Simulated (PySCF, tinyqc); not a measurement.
FCI on RHF in the sto-3g basis, for Be, spin multiplicity 1, step by step. The lowest restricted solution is unstable here: a spin-polarised one lies 0.0012 hartree lower (PySCF). One step of it, computed by the program tinyqc.

Problem. FCI: determinants and Hamiltonian. Slater-Condon rules over spin orbitals, with the nuclear repulsion added and E(HF) subtracted on the diagonal. Only determinants linked to the reference directly or through others are kept (one block of an abelian symmetry group), so some states are absent.

one-electron integrals over orbitals h = C^T H C (hartree):
```
           1          2          3          4          5
1  -7.857501   0.267574   0.000000   0.000000   0.000000
2   0.267574  -1.756350   0.000000   0.000000   0.000000
3   0.000000   0.000000  -1.634157   0.000000   0.000000
4   0.000000   0.000000   0.000000  -1.634157   0.000000
5   0.000000   0.000000   0.000000   0.000000  -1.634157
```

Two-electron integrals over orbitals (pq|rs), unique and non-zero (hartree):
```
(11|11) 2.275334    (21|11) -0.253330   (21|21) 0.044298    (22|11) 0.571236
(22|21) -0.014244   (22|22) 0.404138    (31|31) 0.015599    (32|31) 0.020563
(32|32) 0.086809    (33|11) 0.569229    (33|21) -0.008940   (33|22) 0.409597
(33|33) 0.449859    (41|41) 0.015599    (42|41) 0.020563    (42|42) 0.086809
(43|43) 0.024249    (44|11) 0.569229    (44|21) -0.008940   (44|22) 0.409597
(44|33) 0.401360    (44|44) 0.449859    (51|51) 0.015599    (52|51) 0.020563
(52|52) 0.086809    (53|53) 0.024249    (54|54) 0.024249    (55|11) 0.569229
(55|21) -0.008940   (55|22) 0.409597    (55|33) 0.401360    (55|44) 0.401360
(55|55) 0.449859
```

nuclear repulsion = 0 hartree

Hartree-Fock energy = -14.35188048 hartree

Give: determinants; H - E(HF) between determinants.

Solution.

Occupation strings over the orbitals (2 doubly, a alpha, b beta, 0 empty; spin orbitals ordered 1a 1b 2a 2b ...): 22000 20200 ab200 20020 ab020 20002 ab002 ba200 02200 ba020 02020 ba002 02002 00220 00202 00022

H - E(HF) between determinants (hartree):
```
         22000    20200    ab200    20020    ab020    20002    ab002    ba200
22000   0.0000   0.0868  -0.0206   0.0868  -0.0206   0.0868  -0.0206   0.0206
20200   0.0868   0.3395  -0.0242   0.0242   0.0000   0.0242   0.0000   0.0242
ab200  -0.0206  -0.0242   4.3461   0.0000   0.0242   0.0000   0.0242  -0.0443
20020   0.0868   0.0242   0.0000   0.3395  -0.0242   0.0242   0.0000   0.0000
ab020  -0.0206   0.0000   0.0242  -0.0242   4.3461   0.0000   0.0242   0.0000
20002   0.0868   0.0242   0.0000   0.0242   0.0000   0.3395  -0.0242   0.0000
ab002  -0.0206   0.0000   0.0242   0.0000   0.0242  -0.0242   4.3461   0.0000
ba200   0.0206   0.0242  -0.0443   0.0000   0.0000   0.0000   0.0000   4.3461
02200   0.0156   0.0443   0.2149   0.0000   0.0000   0.0000   0.0000  -0.2149
ba020   0.0206   0.0000   0.0000   0.0242  -0.0443   0.0000   0.0000   0.0242
02020   0.0156   0.0000   0.0000   0.0443   0.2149   0.0000   0.0000   0.0000
ba002   0.0206   0.0000   0.0000   0.0000   0.0000   0.0242  -0.0443   0.0242
02002   0.0156   0.0000   0.0000   0.0000   0.0000   0.0443   0.2149   0.0000
00220   0.0000   0.0156   0.0206   0.0156   0.0206   0.0000   0.0000  -0.0206
00202   0.0000   0.0156   0.0206   0.0000   0.0000   0.0156   0.0206  -0.0206
00022   0.0000   0.0000   0.0000   0.0156   0.0206   0.0156   0.0206   0.0000

         02200    ba020    02020    ba002    02002    00220    00202    00022
22000   0.0156   0.0206   0.0156   0.0206   0.0156   0.0000   0.0000   0.0000
20200   0.0443   0.0000   0.0000   0.0000   0.0000   0.0156   0.0156   0.0000
ab200   0.2149   0.0000   0.0000   0.0000   0.0000   0.0206   0.0206   0.0000
20020   0.0000   0.0242   0.0443   0.0000   0.0000   0.0156   0.0000   0.0156
ab020   0.0000  -0.0443   0.2149   0.0000   0.0000   0.0206   0.0000   0.0206
20002   0.0000   0.0000   0.0000   0.0242   0.0443   0.0000   0.0156   0.0156
ab002   0.0000   0.0000   0.0000  -0.0443   0.2149   0.0000   0.0206   0.0206
ba200  -0.2149   0.0242   0.0000   0.0242   0.0000  -0.0206  -0.0206   0.0000
02200   9.8896   0.0000   0.0242   0.0000   0.0242   0.0868   0.0868   0.0000
ba020   0.0000   4.3461  -0.2149   0.0242   0.0000  -0.0206   0.0000  -0.0206
02020   0.0242  -0.2149   9.8896   0.0000   0.0242   0.0868   0.0000   0.0868
ba002   0.0000   0.0242   0.0000   4.3461  -0.2149   0.0000  -0.0206  -0.0206
02002   0.0242   0.0000   0.0242  -0.2149   9.8896   0.0000   0.0868   0.0868
00220   0.0868  -0.0206   0.0868   0.0000   0.0000  10.2719   0.0242   0.0242
00202   0.0868   0.0000   0.0000  -0.0206   0.0868   0.0242  10.2719   0.0242
00022   0.0000  -0.0206   0.0868  -0.0206   0.0868   0.0242   0.0242  10.2719
```
